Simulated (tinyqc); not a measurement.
Inside a calculation. Method: RKS/PBE0 in the sto-3g basis, for H2, spin multiplicity 1. Computed by tinyqc, a small Python program that keeps every step (integrals from PySCF). Settings: charge = 0, multiplicity = 1, basis = sto-3g, energy threshold = 1e-09, iteration cap = 81, orthogonalisation = canonical, start = random, DIIS depth = 0, method = RKS, functional = pbe0, grid = [10, 26]. Command: `OMP_NUM_THREADS=1 python tinyqc.py 27132 27133 out.jsonl` (the two numbers bound the seeds that draw the settings). One thread of a shared host (Intel(R) Xeon(R) Processor @ 2.60GHz), about 0.1 s of CPU time with the checks. Later iterations appear only in the table of the cycle.

## One-electron integrals

Geometry (angstrom):
```
atom,x,y,z
H,0.00000,0.00000,0.00000
H,0.00000,0.00000,0.66500
```

Basis sto-3g: exponents (1/bohr^2) and contraction coefficients of normalised primitives:
```
element,l (shell),exponent,coefficient
H,s (1),3.42525,0.15433
H,s (1),0.62391,0.53533
H,s (1),0.16886,0.44463
```

Overlap, kinetic and nuclear-attraction integrals over the contracted functions; the nuclear repulsion is the sum of Za Zb / Rab.

nuclear repulsion = 0.7957552 hartree

overlap S:
```
,1H 1s,2H 1s
1H 1s,1.00000,0.70904
2H 1s,0.70904,1.00000
```

kinetic energy T (hartree):
```
,1H 1s,2H 1s
1H 1s,0.76003,0.28421
2H 1s,0.28421,0.76003
```

nuclear attraction V (hartree):
```
,1H 1s,2H 1s
1H 1s,-1.93223,-1.33359
2H 1s,-1.33359,-1.93223
```

core Hamiltonian H = T + V (hartree):
```
,1H 1s,2H 1s
1H 1s,-1.17220,-1.04938
2H 1s,-1.04938,-1.17220
```

## Two-electron integrals

Functions are numbered as in S; the eight-fold symmetry (ij|kl) = (ji|kl) = (kl|ij) leaves the list below.

Two-electron integrals (ij|kl) in chemists' order, unique and non-zero (hartree):
```
i,j,k,l,(ij|kl)
1,1,1,1,0.77461
2,1,1,1,0.48809
2,1,2,1,0.34990
2,2,1,1,0.59846
2,2,2,1,0.48809
2,2,2,2,0.77461
```

## Orthogonalisation

S = U s U^T; canonical form X = U s^(-1/2), so that X^T S X = 1. Each column of U has its largest component positive (the first on a tie).

eigenvalues of S: 0.29096  1.70904

X:
```
,1,2
1H 1s,1.31090,0.54089
2H 1s,-1.31090,0.54089
```

## Starting guess

The start is random orthonormal orbitals; D = 2 C_occ C_occ^T.

D at the start:
```
,1H 1s,2H 1s
1H 1s,0.11053,-0.54203
2H 1s,-0.54203,2.65811
```

## Iteration 1: exchange-correlation on the grid

Becke grid with 10 radial and 26 angular points per atom, points of zero weight dropped. rho = sum D_ij phi_i phi_j; V_xc,ij = sum w v_xc phi_i phi_j plus the gradient terms; v_xc is d(rho eps)/d rho at fixed gradient. Exact exchange is left to K.

The 8 grid points with the largest w rho, of 512 (bohr, atomic units):
```
x,y,z,w,rho,|grad rho|^2,eps_xc,v_xc
0.00000,0.00000,2.31506,0.38154,0.10568,0.06094,-0.31894,-0.38926
-1.05840,0.00000,1.25667,0.37421,0.09323,0.05129,-0.30860,-0.37090
0.00000,-1.05840,1.25667,0.37421,0.09323,0.05129,-0.30860,-0.37090
0.00000,1.05840,1.25667,0.37421,0.09323,0.05129,-0.30860,-0.37090
1.05840,0.00000,1.25667,0.37421,0.09323,0.05129,-0.30860,-0.37090
0.00000,0.74840,2.00507,0.30523,0.10339,0.05872,-0.31701,-0.38621
-0.74840,0.00000,2.00507,0.30523,0.10339,0.05872,-0.31701,-0.38621
0.00000,-0.74840,2.00507,0.30523,0.10339,0.05872,-0.31701,-0.38621
```

electrons on the grid, sum of w rho = 1.99492

E_xc = sum of w rho eps_xc = -0.6543111 hartree

V_xc (hartree):
```
,1H 1s,2H 1s
1H 1s,-0.20309,-0.21276
2H 1s,-0.21276,-0.39489
```

## Iteration 1: building the Kohn-Sham matrix

J_ij = sum D_kl (ij|kl), K_ij = sum D_kl (ik|jl); F = H + J - 0.125 K + V_xc; E = tr D H + tr D J / 2 - 0.0625 tr D K + E_xc + E_nn.

Coulomb J (hartree):
```
,1H 1s,2H 1s
1H 1s,1.14728,0.97203
2H 1s,0.97203,1.59602
```

exchange K (hartree):
```
,1H 1s,2H 1s
1H 1s,0.48657,0.83730
2H 1s,0.83730,1.56855
```

Kohn-Sham matrix F (hartree):
```
,1H 1s,2H 1s
1H 1s,-0.28883,-0.39478
2H 1s,-0.39478,-0.16713
```

total energy of this density = -0.5158430 hartree

## Iteration 1: diagonalisation and new density

Diagonalise F' = X^T F X, C = X C', fill 1 alpha and 1 beta electrons from the bottom; D = 2 C_occ C_occ^T. Each column has its largest component positive (the first on a tie).

F' = X^T F X (hartree):
```
,1,2
1,0.57327,-0.08629
2,-0.08629,-0.36439
```

orbital energies (hartree): MO1 -0.37226, MO2 0.58114

coefficients C:
```
,MO1,MO2
1H 1s,0.65779,-1.25632
2H 1s,0.41952,1.35463
```

D after iteration 1:
```
,1H 1s,2H 1s
1H 1s,0.86536,0.55191
2H 1s,0.55191,0.35199
```

## Iteration 2: exchange-correlation on the grid

As before.

The 8 grid points with the largest w rho, of 512 (bohr, atomic units):
```
x,y,z,w,rho,|grad rho|^2,eps_xc,v_xc
-1.05840,0.00000,0.00000,0.37421,0.06482,0.02083,-0.27635,-0.33232
0.00000,-1.05840,0.00000,0.37421,0.06482,0.02083,-0.27635,-0.33232
1.05840,0.00000,0.00000,0.37421,0.06482,0.02083,-0.27635,-0.33232
0.00000,1.05840,0.00000,0.37421,0.06482,0.02083,-0.27635,-0.33232
-0.74840,0.74840,0.00000,0.29937,0.06482,0.02083,-0.27635,-0.33232
0.74840,-0.74840,0.00000,0.29937,0.06482,0.02083,-0.27635,-0.33232
0.74840,0.74840,0.00000,0.29937,0.06482,0.02083,-0.27635,-0.33232
-0.74840,-0.74840,0.00000,0.29937,0.06482,0.02083,-0.27635,-0.33232
```

electrons on the grid, sum of w rho = 1.99006

E_xc = sum of w rho eps_xc = -0.5541099 hartree

V_xc (hartree):
```
,1H 1s,2H 1s
1H 1s,-0.36803,-0.24908
2H 1s,-0.24908,-0.34003
```

## Iteration 2: building the Kohn-Sham matrix

As before.

Coulomb J (hartree):
```
,1H 1s,2H 1s
1H 1s,1.41973,0.98040
2H 1s,0.98040,1.32930
```

exchange K (hartree):
```
,1H 1s,2H 1s
1H 1s,1.33223,1.11758
2H 1s,1.11758,1.11420
```

Kohn-Sham matrix F (hartree):
```
,1H 1s,2H 1s
1H 1s,-0.28704,-0.45777
2H 1s,-0.45777,-0.32220
```

total energy of this density = -1.1279970 hartree

## Iteration 2: diagonalisation and new density

As before.

F' = X^T F X (hartree):
```
,1,2
1,0.52635,0.02494
2,0.02494,-0.44609
```

orbital energies (hartree): MO1 -0.44673, MO2 0.52699

coefficients C:
```
,MO1,MO2
1H 1s,0.50713,1.32432
2H 1s,0.57429,-1.29661
```

D after iteration 2:
```
,1H 1s,2H 1s
1H 1s,0.51436,0.58248
2H 1s,0.58248,0.65963
```

## Iteration 11 (converged): orbitals

converged F (hartree):
```
,1H 1s,2H 1s
1H 1s,-0.30656,-0.45944
2H 1s,-0.45944,-0.30656
```

As before.

F' = X^T F X (hartree):
```
,1,2
1,0.52543,0.00000
2,0.00000,-0.44821
```

orbital energies (hartree): MO1 -0.44821, MO2 0.52543

coefficients C:
```
,MO1,MO2
1H 1s,0.54089,-1.31090
2H 1s,0.54089,1.31090
```

D after iteration 11:
```
,1H 1s,2H 1s
1H 1s,0.58512,0.58512
2H 1s,0.58512,0.58512
```

## Convergence

Stop when the energy changes by less than 1e-09 hartree and every element of the error matrix X^T (F D S - S D F) X is below 9e-06.

Course of the cycle:
```
iteration,E (hartree),change,largest element of the error matrix
1,-0.5158430,-,9.18e-01
2,-1.1279970,-6.12e-01,2.25e-01
3,-1.1469574,-1.90e-02,6.40e-02
4,-1.1484659,-1.51e-03,1.82e-02
5,-1.1485882,-1.22e-04,5.20e-03
6,-1.1485981,-9.92e-06,1.48e-03
7,-1.1485989,-8.05e-07,4.22e-04
8,-1.1485990,-6.54e-08,1.20e-04
9,-1.1485990,-5.31e-09,3.42e-05
10,-1.1485990,-4.31e-10,9.76e-06
11,-1.1485990,-3.50e-11,2.78e-06
```

PySCF RKS in the same basis, fine grid = -1.1504257 hartree

Converged in 11 iterations. The coarse grid moves the energy by +1.83e-03 hartree.

## Populations, bond orders and dipole

Mulliken: Z minus the diagonal of D S on the atom; Loewdin: the same with S^(1/2) D S^(1/2); Mayer order: 2 sum_s sum (D(s) S)_ij (D(s) S)_ji over the two atoms.

Charges (e):
```
atom,Mulliken,Loewdin
1H,-8.98e-07,-6.33e-07
2H,8.98e-07,6.33e-07
```

Mayer bond orders:
```
pair,order
2-1,1.00000
```

dipole moment about the origin, x y z (debye): 0.00000  0.00000  0.00000
